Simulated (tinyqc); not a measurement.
From results back to parameters: thresholds of impact ionisation and Auger recombination from band masses. Five cases, with inputs chosen for the exercise.

Problem. For parabolic bands the thresholds of impact ionisation are Eg (1 + 2 mu)/(1 + mu) for electrons and Eg (2 + mu)/(1 + mu) for heavy holes, mu = me/mh. Both are given.

Find: Eg; mu.

Method. The sum is 3 Eg; mu = (E_e - Eg)/(2 Eg - E_e).

Case 1.

thresholds for electrons and holes (eV): 0.911091  1.593909

Solution.

Eg = 0.835 eV
mu = 0.1003

Case 2.

thresholds for electrons and holes (eV): 0.902434  1.554566

Solution.

Eg = 0.819 eV
mu = 0.1134

Case 3.

thresholds for electrons and holes (eV): 0.893159  1.524841

Solution.

Eg = 0.806 eV
mu = 0.1212

Case 4.

thresholds for electrons and holes (eV): 0.238183  0.454817

Solution.

Eg = 0.231 eV
mu = 0.0321

Case 5.

thresholds for electrons and holes (eV): 0.443947  0.816053

Solution.

Eg = 0.420 eV
mu = 0.0605

Computed by tinyqc, one run a case: `OMP_NUM_THREADS=1 python tinyqc.py N N+1 out.jsonl` with N = 1880580, 1880593, 1880613, 1880617, 1880636; one thread of a shared Intel(R) Xeon(R) Processor @ 2.30GHz, about 0.01 s a run at most.
